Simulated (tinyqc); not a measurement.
# Gated two-dimensional channel with two bands, quantum capacitance, step by step

Numbers from tinyqc (`OMP_NUM_THREADS=1 python tinyqc.py 2200127 2200128 out.jsonl`; about 0.01 s on one thread of a shared Intel Xeon 2.30GHz). Printed values are rounded.

phi is the Fermi level above the lowest band edge, in volts; Vg is counted from the gate voltage at which an empty channel would have phi = 0. The channel has no thickness; trap charge is -q Dit phi.

Parameters, values chosen for the exercise; lowest band close to that of monolayer WSe2:
```
symbol,value,unit,meaning
T,300,K,temperature
eox,7.68,,relative permittivity of the gate insulator (close to silicon nitride)
tox,26,nm,insulator thickness
md,0.364,m0,in-plane mass
gv,2,,valley degeneracy
m2,0.47,m0,"in-plane mass of a second band, chosen freely"
g2,2,,"valley degeneracy of that band, chosen freely"
E2,0.31,eV,second band edge above the first
Dit,0,cm^-2 eV^-1,density of traps
Vg,0.55,V,gate voltage
```

Constants: q = 1.602176634e-19 C, kB = 1.380649e-23 J/K, hbar = 1.054571817e-34 J s, m0 = 9.1093837015e-31 kg, Vt = kB T/q, eps0 = 8.8541878128e-14 F/cm where lengths are in cm. Results are converted to the units shown.

## Gate capacitance

Cox = eps0 eox/tox.

Cox = 0.261539 uF/cm^2

## Starting value

phi = 0.01 V.

phi at the start = 0.01 V

## Iteration 1: new phi

D1 = gv md m0 q/(pi hbar^2), D2 = g2 m2 m0 q/(pi hbar^2) per eV; n1 = D1 Vt ln(1 + exp(phi/Vt)), n2 = D2 Vt ln(1 + exp((phi - E2)/Vt)), n = n1 + n2; Cq = q dn/dphi = q [D1/(1 + exp(-phi/Vt)) + D2/(1 + exp((E2 - phi)/Vt))]. Newton: f = phi + q (n + Dit phi)/Cox - Vg, phi(new) = phi - f/(1 + (Cq + q Dit)/Cox).

n1 = 7.11607e12 cm^-2
n2 = 9.26273e7 cm^-2
Cq = 29.0162 uF/cm^2
f = 3.81933 V
phi after iteration 1 = -0.0241182 V

## Iteration 2: new phi

As before.

n1 = 2.60812e12 cm^-2
n2 = 2.47503e7 cm^-2
Cq = 13.7563 uF/cm^2
f = 1.02362 V
phi after iteration 2 = -0.0432165 V

## Course of the iteration

Stop when the step is below 1e-10 V, or after 40 iterations.

Course of the iteration:
```
iteration  phi before the step (V)  step (V)
1                             0.01   -0.0341
2                       -0.0241182   -0.0191
3                       -0.0432165  -7.75e-3
4                       -0.0509673  -1.13e-3
5                       -0.0520991  -2.14e-5
6                       -0.0521205  -7.46e-9
7                       -0.0521205   < 1e-14
```

Converged in 7 iterations.

## Charge and capacitances at the solution

converged phi = -0.0521205 V

D1 = gv md m0 q/(pi hbar^2), D2 = g2 m2 m0 q/(pi hbar^2) per eV; n1 = D1 Vt ln(1 + exp(phi/Vt)), n2 = D2 Vt ln(1 + exp((phi - E2)/Vt)), n = n1 + n2; Cq = q dn/dphi = q [D1/(1 + exp(-phi/Vt)) + D2/(1 + exp((E2 - phi)/Vt))]. 1/C_G = 1/Cox + 1/(Cq + q Dit); dphi/dVg = Cox/(Cox + Cq + q Dit).

n = 9.82901e11 cm^-2
Cq = 5.72613 uF/cm^2
C_G = 0.250115 uF/cm^2
dphi/dVg = 0.0436796

Cq is 21.9 times Cox, so C_G is 95.6 % of Cox.
